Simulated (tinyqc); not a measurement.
Current gain against temperature: heavy doping: gap narrowing, degeneracy and the minority density.

F_j(eta) = (1/Gamma(j + 1)) integral_0^infinity x^j dx/(1 + exp(x - eta)), which tends to exp(eta) for eta << 0.

Empirical narrowing (Slotboom form, constants chosen for the exercise; published fits of this form give the apparent narrowing, here it is taken as the true one): dEg = E0 [ln(N/N0) + sqrt(ln(N/N0)^2 + C)].

Majority: N = Nc F_1/2(eta), eta the distance of EF beyond the majority band edge in kT. Degeneracy factor gam = F_1/2(eta)/exp(eta). ni0^2 = Nc Nv exp(-Eg/kT); product n p = ni0^2 gam exp(dEg/kT), dEg the true narrowing; apparent narrowing dEa = dEg + kT ln gam; minority density = n p/N.

Bipolar transistor with N as emitter doping: beta = K (N/NB) exp((dEa_B + dG - dEa_E)/kT), dEa_E = dEg(N) + kT ln gam, dEa_B = dEg(NB). For the sweep in T, Nc is scaled as (T/T0)^(3/2) from its value at T0 = T.

Constants: kB = 8.617333262e-05 eV/K.

Values chosen for the exercise (gap and densities of states near those of Si at this temperature; narrowing constants near the fits for Si; the results hold for these values, not for the real material):

| symbol | value | unit | meaning |
|---|---|---|---|
| Eg | 1.122 | eV | gap |
| Nc | 2.74e+19 | 1/cm^3 | conduction-band density of states |
| Nv | 1.13e+19 | 1/cm^3 | valence-band density of states |
| T | 300 | K |  |
| E0 | 6.14 | meV | narrowing scale |
| N0 | 1.5e+17 | 1/cm^3 | onset density |
| C | 0.5 |  | smoothing constant |
| N | 1.9e+19 | 1/cm^3 | ionised donors, equal to the majority density |
| NB | 8e+17 | 1/cm^3 | base doping |
| K | 3.9 |  | ratio (D_B W_E)/(D_E W_B) |
| dG | 80 | meV | extra narrowing of the base by alloying |

Gain:

| T (K) | beta | beta with dG = 0 | without narrowing |
|---|---|---|---|
| 150 | 4.57e+03 | 9.38 | 92.6 |
| 200 | 1.62e+03 | 15.6 | 92.6 |
| 250 | 881 | 21.5 | 92.6 |
| 300 | 592 | 26.8 | 92.6 |
| 350 | 447 | 31.5 | 92.6 |
| 400 | 363 | 35.7 | 92.6 |
| 450 | 310 | 39.4 | 92.6 |

dEa_B + dG - dEa_E at T0 = 47.9 meV

What does the comparison show, and why?

beta is 4.57e+03 at 150 K and 310 at 450 K, since the net exponent is positive: the gap is narrower in the base. At 300 K narrowing and degeneracy change the gain by a factor 0.289 and alloying the base by 22.1.

Computed by tinyqc, a small Python program: `OMP_NUM_THREADS=1 python tinyqc.py 1652016 1652017 out.jsonl` (the numbers bound the seed that draws the inputs); one thread of a shared host (Intel(R) Xeon(R) Processor @ 2.30GHz), about 0.01 s for the whole set of steps.
